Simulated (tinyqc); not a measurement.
Valley-orbit splitting of a donor ground state, with strain: one step, computed by the program tinyqc. Command: `OMP_NUM_THREADS=1 python tinyqc.py 3010908 3010909 out.jsonl valleyorbit walk`. One thread of a shared host (Intel(R) Xeon(R) Processor @ 2.30GHz), about 0.01 s of CPU time with the checks.

The basis is the 1s envelope in each valley; energies are counted from the unstrained conduction-band edge. The strain is e_s (a a^T - 1/3) for the unit stress axis a, so valley j along n_j moves by Xi_u e_s w_j with w_j = (n_j.a)^2 - 1/3: +1/6 for x and y, -1/3 for z. The splitting at the zone boundary that a [110] shear adds for <100> valleys is left out.

Task: Levels and ground state under strain. Diagonalise H; the ground vector has positive components. The density at the nucleus, and so the contact hyperfine coupling, scales as (sum_j c_j)^2/(number of valleys), which is 1 without strain; the envelopes are held fixed.

Valleys: six along <100>. Stress axis: [110].

H (meV), rows +x, -x, +y, -y, +z, -z:
$$\begin{pmatrix}
-39.553 & -1.030 & -1.390 & -1.390 & -1.390 & -1.390 \\
-1.030 & -39.553 & -1.390 & -1.390 & -1.390 & -1.390 \\
-1.390 & -1.390 & -39.553 & -1.030 & -1.390 & -1.390 \\
-1.390 & -1.390 & -1.030 & -39.553 & -1.390 & -1.390 \\
-1.390 & -1.390 & -1.390 & -1.390 & -35.494 & -1.030 \\
-1.390 & -1.390 & -1.390 & -1.390 & -1.030 & -35.494
\end{pmatrix}$$

Give: levels; valley amplitudes of the ground state; hyperfine ratio A/A_0.

Result:

levels (meV): [-45.15, -38.52, -38.52, -37.80, -34.73, -34.46]

valley amplitudes of the ground state: +x 0.4550, -x 0.4550, +y 0.4550, -y 0.4550, +z 0.2931, -z 0.2931

hyperfine ratio A/A_0 = 0.9651
